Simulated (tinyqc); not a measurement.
# MOS capacitor on an n-type substrate, surface potential from the exact charge relation: what changes with what

Uniform n-type substrate, Boltzmann statistics, full ionisation, classical densities. psi is the surface potential against the body (positive when the bands bend down) and u = -psi/Vt. Traps are spread evenly over the gap and neutral at flat band, so their charge is -q Dit psi; the minority quasi-Fermi level is shifted by Vb.

Inputs (values chosen for the exercise); band and dielectric values close to those of gallium arsenide:
- T = 300 K (temperature)
- Eg = 1.45 eV (band gap)
- eps_r = 13.1 (relative permittivity)
- Nc = 4.44e17 cm^-3 (conduction-band density of states at T)
- Nv = 8.86e18 cm^-3 (valence-band density of states at T)
- chi = 4.04 eV (electron affinity)
- N = 1.5e16 cm^-3 (donor density of the substrate)
- eox = 3.9 (relative permittivity of the gate insulator (close to silicon dioxide))
- tox = 9.4 nm (insulator thickness)
- phiM = 4.5 eV (gate work function)
- Nf = 0 cm^-2 (fixed charge at the interface, in units of q)
- Dit = 0 cm^-2 eV^-1 (density of interface traps)
- Vb = 0 V (reverse bias of the inversion layer against the body)

Constants: q = 1.602176634e-19 C, kB = 1.380649e-23 J/K, Vt = kB T/q, eps0 = 8.8541878128e-14 F/cm where lengths are in cm. Results are converted to the units shown.

Each table varies one quantity; the others keep the values above.

## Capacitance-voltage curves

ni = sqrt(Nc Nv) exp(-Eg/(2 Vt)), Eg in volts; phiF = Vt ln(N/ni); Cox = eps0 eox/tox; Vfb = phiM - chi - Vt ln(Nc/N) - q Nf/Cox; Q0 = sqrt(2 eps0 eps_r q N Vt); r = (ni/N)^2 exp(-Vb/Vt); VT = Vfb - [(2 phiF + Vb)(1 + q Dit/Cox) + sqrt(2 eps0 eps_r q N (2 phiF + Vb))/Cox]. u = -psi/Vt; F^2 = exp(-u) + u - 1 + r (exp(u) - u - 1); Qs = +sign(u) Q0 F; Cs = -dQs/dpsi = (Q0/Vt) |1 - exp(-u) + r (exp(u) - 1)|/(2 F). psi solves Vg = Vfb + psi + (q Dit psi - Qs)/Cox. Low frequency: 1/C_LF = 1/Cox + 1/(Cs + q Dit). High frequency, in the simple estimate in which traps and minority carriers do not follow: 1/C_HF = 1/Cox + 1/Cd, Cd being Cs with r = 0 at the same psi. Deep depletion: r = 0 and Dit = 0 both in the equation for psi and in Cs. Minority sheet density N_inv = (Q0/(2 q)) int_0^u r (exp(t) - 1)/F(t) dt for u > 0. N_inv under 1 cm^-2 is printed as 0. Regimes: accumulation when majority carriers gather, then depletion up to |psi| = phiF + Vb, weak inversion up to 2 phiF + Vb, strong inversion beyond.

Capacitance-voltage curves:
```
Vg (V),psi (V),C_LF/Cox,C_HF/Cox,C_deep/Cox,N_inv (cm^-2),regime
1.14,0.1523,0.9237,0.9237,0.9237,0,accumulation
0.86,0.1256,0.8792,0.8792,0.8792,0,accumulation
0.59,0.07976,0.7578,0.7578,0.7578,0,accumulation
0.31,-0.03616,0.3720,0.3720,0.3720,0,depletion
0.03,-0.2469,0.1777,0.1777,0.1777,0,depletion
-0.24,-0.4760,0.1315,0.1315,0.1315,0,depletion
-0.52,-0.7227,0.1085,0.1085,0.1085,77.98,weak inversion
-0.79,-0.9654,0.09491,0.09490,0.09490,7.969e5,weak inversion
-1.07,-1.216,0.2168,0.08522,0.08508,1.125e10,strong inversion
-1.35,-1.317,0.8422,0.08208,0.07779,4.025e11,strong inversion
-1.62,-1.348,0.9157,0.08121,0.07228,9.486e11,strong inversion
-1.9,-1.367,0.9423,0.08067,0.06765,1.545e12,strong inversion
```

C_LF/Cox is lowest, 0.0949, at Vg = -0.79 V (weak inversion) among the rows listed and is 0.942 in the last row, where C_HF/Cox is 0.0807 and the deep-depletion value 0.0676. Vfb = 0.372 V, where C_HF/Cox = 0.472 (Cox in series with eps0 eps_r/LD), and VT = -1.05 V. Over the last two rows psi moves by only 0.069 V a volt of gate bias, since the inversion charge screens the body. In strong accumulation and inversion degeneracy and confinement, left out here, lower the capacitance.

## Effect of the fixed charge at the interface on threshold and swing

ni = sqrt(Nc Nv) exp(-Eg/(2 Vt)), Eg in volts; phiF = Vt ln(N/ni); Cox = eps0 eox/tox; Vfb = phiM - chi - Vt ln(Nc/N) - q Nf/Cox; VT = Vfb - [(2 phiF + Vb)(1 + q Dit/Cox) + sqrt(2 eps0 eps_r q N (2 phiF + Vb))/Cox]. gamma = sqrt(2 eps0 eps_r q N)/Cox; Wm = sqrt(2 eps0 eps_r (2 phiF + Vb)/(q N)); m = 1 + (eps0 eps_r/Wm + q Dit)/Cox; swing m Vt ln 10; Cmin/Cox = 1/(1 + Cox Wm/(eps0 eps_r)).

The same in every row: 2 phiF (V) = 1.197; gamma (V^0.5) = 0.2033; Wm (nm) = 340.0; m = 1.093; swing (mV/decade) = 65.05; Cmin/Cox = 0.08498.

Effect of the fixed charge at the interface on threshold and swing:
```
Nf (cm^-2),Vfb (V),VT (V)
-4e11,0.5469,-0.8730
-2e11,0.4596,-0.9602
0,0.3724,-1.047
2e11,0.2852,-1.135
4e11,0.1980,-1.222
6e11,0.1107,-1.309
8e11,0.02351,-1.396
```

Read the table: what changes, and by how much?

As Nf goes from -4e11 to 8e11, VT falls from -0.873 to -1.40 V, the swing stays at 65.1 mV/decade and Cmin/Cox stays at 0.0850. The whole change of VT is that of Vfb: the curve shifts rigidly.

## Effect of the insulator thickness on threshold and swing

Same model as above.

The same in every row: Vfb (V) = 0.3724; 2 phiF (V) = 1.197; Wm (nm) = 340.0.

Results:
```
tox (nm),gamma (V^0.5),VT (V),m,swing (mV/decade),Cmin/Cox
2.4,0.05189,-0.8818,1.024,60.94,0.02316
3.5,0.07568,-0.9078,1.035,61.58,0.03342
5.2,0.1124,-0.9481,1.051,62.58,0.04887
7.7,0.1665,-1.007,1.076,64.05,0.07070
11,0.2379,-1.085,1.109,66.00,0.09803
17,0.3676,-1.227,1.168,69.52,0.1438
38,0.8217,-1.724,1.375,81.87,0.2730
```

Estimate the missing row, tox = 25 nm.

Computed row:
```
tox (nm),gamma (V^0.5),VT (V),m,swing (mV/decade),Cmin/Cox
25,0.5406,-1.417,1.247,74.23,0.1981
```

With this row back in the table: As tox goes from 2.4 to 38, VT falls from -0.882 to -1.72 V, the swing rises from 60.9 to 81.9 mV/decade and Cmin/Cox rises from 0.0232 to 0.273. Vfb does not move. m - 1 goes as tox^(1.00), that is as 1/Cox.

Numbers from tinyqc (`OMP_NUM_THREADS=1 python tinyqc.py 2060041 2060042 out.jsonl`; about 0.01 s on one thread of a shared Intel Xeon 2.30GHz).
